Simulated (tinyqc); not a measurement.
The first four gaps: longitudinal sound in a periodic multilayer: transfer matrices, stop bands and folded phonons. Computed by tinyqc, a small Python program. Command: `OMP_NUM_THREADS=1 python tinyqc.py 3015987 3015988 out.jsonl multilayer walk`. One thread of a shared host (Intel(R) Xeon(R) Processor @ 2.30GHz), about 0.01 s of CPU time with the checks.

Layers 1 and 2 repeat with period d = d_1 + d_2; waves travel normal to the layers, without loss. State vector (u, s): displacement u and stress divided by omega. Impedances Z = rho v are in 1e6 kg/(m^2 s).

Inputs (values chosen for the exercise, modelled on gallium arsenide (layer 1), aluminium arsenide (layer 2) and gallium arsenide (substrate)): density rho_1 = 5.42 g/cm^3; velocity v_1 = 4810 m/s; thickness d_1 = 445 nm; density rho_2 = 3.8 g/cm^3; velocity v_2 = 5680 m/s; thickness d_2 = 531 nm; substrate density = 5.25 g/cm^3; substrate velocity = 4670 m/s.

Method:
- Z = rho v; interface reflection r = (Z_2 - Z_1)/(Z_2 + Z_1) (stress amplitude, from 1 into 2); Bragg frequency f_B = 1/[2 (d_1/v_1 + d_2/v_2)]; long-wave velocity v_eff = d/sqrt[(d_1/v_1)^2 + (d_2/v_2)^2 + (Z_1/Z_2 + Z_2/Z_1)(d_1/v_1)(d_2/v_2)].
- A layer maps (u, s) by [[cos p, sin p/Z], [-Z sin p, cos p]], p = 2 pi f d_i/v_i; one period is M = M_2 M_1, and cos(q d) = trace(M)/2.
- Gap m contains m f_B; its edges, where trace(M)/2 = (-1)^m, are found by root search. Weak-contrast estimate of the width: (4 f_B/pi) |r sin(m pi a)|, a = (d_1/v_1)/(d_1/v_1 + d_2/v_2).

Bragg frequency f_B = 2.68815 GHz

Z_1 = 26.0702

Z_2 = 21.584

interface reflection r = -0.0941407

Stop bands (GHz):
```
m  lower edge  upper edge    width  weak-contrast estimate
1       2.527       2.849  0.32268                 0.32220
2       5.374       5.379  0.00528                 0.00528
3       7.903       8.226  0.32259                 0.32211
4      10.747      10.758  0.01056                 0.01056
```

What does the comparison show, and why?

With a = 0.497, gap 1 is the widest and gap 2 the narrowest: the layers are near a quarter wave each at f_B, so the even gaps almost close. The weak-contrast estimate misses the first width by -0.1 % at |r| = 0.09. Odd gaps open at the edge of the folded zone (q = pi/d), even ones at its centre.
